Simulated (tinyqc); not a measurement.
Lossy on-chip transmission line with skin effect: two steps of the calculation.

A uniform line in a homogeneous dielectric: c = sqrt(er)/(c0 Z0), l = Z0 sqrt(er)/c0 (c0 = 299792458 m/s), g = w c td, w = 2 pi f. The resistance joins its limits as r = sqrt(r_dc^2 + r_hf^2), with r_dc = rho/(wd th), r_hf = kr rho/(2 delta (wd + th)), delta = sqrt(rho/(pi f mu0)), mu0 = 4 pi 1e-7 H/m; this is an interpolation, and internal inductance, up to 0.05 nH/mm at low frequency, is neglected.

Inputs (values chosen for the exercise): length len = 2.1 mm; source resistance Rg = 100 ohm; load resistance RL = 1000 ohm; load capacitance CL = 0 fF; frequency f = 4.9 GHz.

Problem 1. Propagation constant and impedance. gamma = sqrt((r + i w l)(g + i w c)) = alpha + i beta, Zc = sqrt((r + i w l)/(g + i w c)), roots with positive real part; loss 8.685889638 alpha in dB; phase velocity w/beta.

r = 8.1615672 ohm/mm
l = 0.46803096 nH/mm
c = 83.205504 pF/m
g = 0 S/m

Wanted: gamma len; Zc; loss; phase velocity over c0; r/(w l).

Solution 1.

gamma len = 0.11022+0.41825i
Zc = 77.748-20.489i ohm
loss = 0.45590 dB/mm
phase velocity over c0 = 0.51563
r/(w l) = 0.56640

Problem 2. Reflection, input impedance and transfer. ZL = 1/(1/RL + i w CL); reflection (ZL - Zc)/(ZL + Zc); Zin = Zc (ZL + Zc tanh(gamma len))/(Zc + ZL tanh(gamma len)); H = V_load/V_source = [Zin/(Zin + Rg)]/[cosh(gamma len) + (Zc/ZL) sinh(gamma len)].

gamma len = 0.11022286+0.41825244i
Zc = 77.748351-20.489170i ohm

Give: ZL; reflection at the load; Zin; H; |H|.

Solution 2.

ZL = 1000.0+0.0i ohm
reflection at the load = 0.85505+0.03527i
Zin = 41.22-170.67i ohm
H = 0.72702-0.42970i
|H| = -1.4679 dB

tinyqc, about 0.01 s, one thread, Intel Xeon 2.30GHz (shared host): `OMP_NUM_THREADS=1 python tinyqc.py 2810163 2810164 out.jsonl`
